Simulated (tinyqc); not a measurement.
Single-band model of a thermoelectric material: one step, computed by the program tinyqc.

One spherical band, one scattering law, no minority carriers and no phonon drag. In a real material minority carriers limit |S| to about E_g/(2 e T), so larger values are formal. eta = E_F/(k_B T) is counted from the band edge; f = 1/(1 + exp(x - eta)).

Question. Transport integrals. With x = E/(k_B T), a = alpha k_B T (0 for a parabolic band), G = x (1 + a x), D = 1 + 2 a x and <y> = int y f (1 - f) dx, f = 1/(1 + exp(x - eta)): tau = tau_0 G^r/D; transport function s = G^(3/2 + r)/D^2; n = N_0 <G^(3/2)> with N_0 = (2 m k_B T)^(3/2)/(3 pi^2 hbar^3). Integrals over x = E/(k_B T) use 160 Gauss-Legendre points in u = sqrt(x) from 0 to sqrt(max(eta, 0) + 32).

Inputs (values chosen for the exercise, modelled on n-type SiGe): non-parabolicity alpha = 0.9 1/eV; temperature T = 620 K.

Band: Kane. Scattering: acoustic phonons, r = -0.5.

reduced Fermi level eta = 1.554756

Constants: k_B = 8.617333262e-05 eV/K.

Give: <s>; <x s>; <x^2 s>; <G^(3/2)>; <G^(3/2 + 2r)/D^4>.

Answer.

<s> = 1.227

<x s> = 3.439

<x^2 s> = 12.25

<G^(3/2)> = 3.709

<G^(3/2 + 2r)/D^4> = 0.5403
